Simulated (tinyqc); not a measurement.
The same layer on three faces: model-solid line-up of a strained alloy layer on a substrate.

All values of the alloy are linear in x but the gap, Eg(x) = (1 - x) Eg_A + x Eg_B - C x (1 - x), and the valence edge, Ev(x) = (1 - x) Ev_A + x Ev_B + fv C x (1 - x); Ec = Ev + Eg. Ev is the top of the unstrained valence band on a scale common to all materials. In the layer only the Gamma valley of the conduction band is followed, also where an X or L valley would lie lower.

Coherent growth: e_par = (a_s - a)/a. (001): e_perp = -2 (C12/C11) e_par; exx = eyy = e_par, ezz = e_perp, no shear. (111): e_perp = -(2 C11 + 4 C12 - 4 C44)/(C11 + 2 C12 + 4 C44) e_par; exx = eyy = ezz = (2 e_par + e_perp)/3 and exy = eyz = ezx = (e_perp - e_par)/3. (110): e_perp = -(C11 + 3 C12 - 2 C44)/(C11 + C12 + 2 C44) e_par; exx = eyy = (e_par + e_perp)/2, ezz = e_par, exy = (e_perp - e_par)/2, eyz = ezx = 0.

Strained edges: Ec + ac tr(e); the valence edges are Ev plus the levels of the 6 x 6 matrix of X, Y, Z times spin with -Dso/3 + l exx + m (eyy + ezz) on the diagonal (cyclic), n exy off it, l = av + 2 b, m = av - b, n = sqrt(3) d. Spin-orbit term (Dso/3) L.sigma on X, Y, Z with (L_k)_ij = -i epsilon_kij: <X+|H|Y+> = -i Dso/3, <X+|H|Z-> = Dso/3, <Y+|H|Z-> = -i Dso/3, <Z+|H|X-> = -Dso/3, <Z+|H|Y-> = i Dso/3, <X-|H|Y-> = i Dso/3, and their conjugates; + and - are the spin along z.

Parameters, chosen for this exercise (A near GaP, B near InP, substrate near GaAs; the results hold for these values, not for the real material): a = (5.447, 5.874) angstrom (lattice constant of A, B); Eg = (2.911, 1.406) eV (gap at Gamma to the s-like level of A, B); Dso = (0.08, 0.109) eV (spin-orbit splitting of A, B); Ev = (-1.29, -0.94) eV (top of the unstrained valence band of A, B); ac = (-8.14, -6.07) eV (conduction deformation potential of A, B); av = (1.68, 0.59) eV (valence hydrostatic potential of A, B); b = (-1.58, -1.98) eV (tetragonal shear potential of A, B); d = (-4.59, -5) eV (trigonal shear potential of A, B); C11 = (139.6, 101.4) GPa (of A, B); C12 = (62.3, 55.4) GPa (of A, B); C44 = (69.8, 45.9) GPa (of A, B); C = 0.724 eV (bowing of the gap); fv = 0 (share of the bowing taken by the valence edge); a_s = 5.654 angstrom (substrate); x = 0.57 (fraction of B).

Composition and substrate are kept.

Cases:

| face |
|---|
| (001) |
| (111) |
| (110) |

Rank the cases by gap (eV), lowest first.

Answer: (001), (110), (111).

Results:

| face | e_perp (%) | tr(e) (%) | shift of Ec (meV) | shift of Ev (meV) | valence splitting (meV) | gap (eV) |
|---|---|---|---|---|---|---|
| (001) | 0.634 | -0.645 | 44.9 | 16.2 | 33.7 | 1.9044 |
| (111) | 0.340 | -0.939 | 65.3 | 17.4 | 37.4 | 1.9237 |
| (110) | 0.400 | -0.879 | 61.2 | 18.3 | 39.0 | 1.9185 |

The layer yields most along the normal on (001) and least on (111), so the volume change, and with it the shift of Ec, is largest on (111). The valence splitting, set by b on (001), by d on (111) and by both on (110), is largest on (110). The gaps span 19 meV, from (001) to (111).

Computed by tinyqc, a small Python program: `OMP_NUM_THREADS=1 python tinyqc.py 1080738 1080739 out.jsonl` (the numbers bound the seed that draws the inputs); one thread of a shared host (Intel(R) Xeon(R) Processor @ 2.30GHz), about 0.02 s for the whole set of steps.
